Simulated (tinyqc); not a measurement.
Worked calculation: Jacobi rotations on a symmetric matrix. Computed by tinyqc, a small Python program that keeps every step. Settings: method = jacobi. Command: `OMP_NUM_THREADS=1 python tinyqc.py 31121 31122 out.jsonl` (the two numbers bound the seeds that draw the settings). One thread of a shared host (Intel(R) Xeon(R) Processor @ 2.60GHz), about 0.01 s of CPU time with the checks.

## Jacobi rotation 1

A:
```
[[0.28200, -0.24600, 0.25200, 0.17000, -0.37600],
 [-0.24600, 0.83800, -0.22400, -0.16100, -0.14400],
 [0.25200, -0.22400, 1.25000, -0.54500, -0.24400],
 [0.17000, -0.16100, -0.54500, 2.88800, 0.03700],
 [-0.37600, -0.14400, -0.24400, 0.03700, 3.21600]]
```

Take the largest off-diagonal element A_pq; tan 2 theta = 2 A_pq / (A_qq - A_pp) with |theta| <= pi/4; A' = J^T A J with J_pp = J_qq = cos, J_pq = sin, J_qp = -sin.

p, q, theta (rad): [3.00000, 4.00000, -0.29358]

A':
```
[[0.28200, -0.24600, 0.29041, 0.08980, -0.37600],
 [-0.24600, 0.83800, -0.26101, -0.08929, -0.14400],
 [0.29041, -0.26101, 1.08524, 0.00000, -0.22285],
 [0.08980, -0.08929, 0.00000, 3.05276, 0.10603],
 [-0.37600, -0.14400, -0.22285, 0.10603, 3.21600]]
```

## Jacobi rotation 2

As before.

p, q, theta (rad): [1.00000, 5.00000, -0.12545]

A':
```
[[0.23458, -0.26208, 0.26025, 0.10236, 0.00000],
 [-0.26208, 0.83800, -0.26101, -0.08929, -0.11209],
 [0.26025, -0.26101, 1.08524, 0.00000, -0.25744],
 [0.10236, -0.08929, 0.00000, 3.05276, 0.09396],
 [0.00000, -0.11209, -0.25744, 0.09396, 3.26342]]
```

## All rotations

The off-diagonal norm falls at every rotation.

Rotations:
```
step    p    q      theta  off-diagonal norm
1       3    4   -0.29358           9.51e-01
2       1    5   -0.12545           7.88e-01
3       1    2   -0.35762           6.96e-01
4       2    3   -0.67596           5.09e-01
5       2    5   -0.09250           3.75e-01
6       3    5   -0.06922           3.23e-01
7       1    3    0.09429           2.79e-01
8       4    5    0.33671           2.43e-01
9       1    2    0.17066           2.05e-01
10      1    4    0.02897           1.67e-01
11      3    4    0.05037           1.17e-01
...   ...  ...        ...                ...
16      1    3   -0.00127           2.87e-03
17      1    2    0.00285           1.82e-03
18      4    5    0.00422           2.51e-04
19      1    4  -4.54e-05           1.67e-04
20      2    3   -0.00016           4.16e-05
21      1    5  -6.08e-06           3.10e-05
22      2    5  -5.76e-06           2.21e-05
23      2    4   6.38e-06           5.68e-06
24      3    4  -2.39e-06           4.60e-07
25      1    3   2.62e-07           1.40e-08
26      3    5   4.97e-09           1.46e-09
```

eigenvalues: [0.10716, 0.65788, 1.35142, 3.02744, 3.33010]
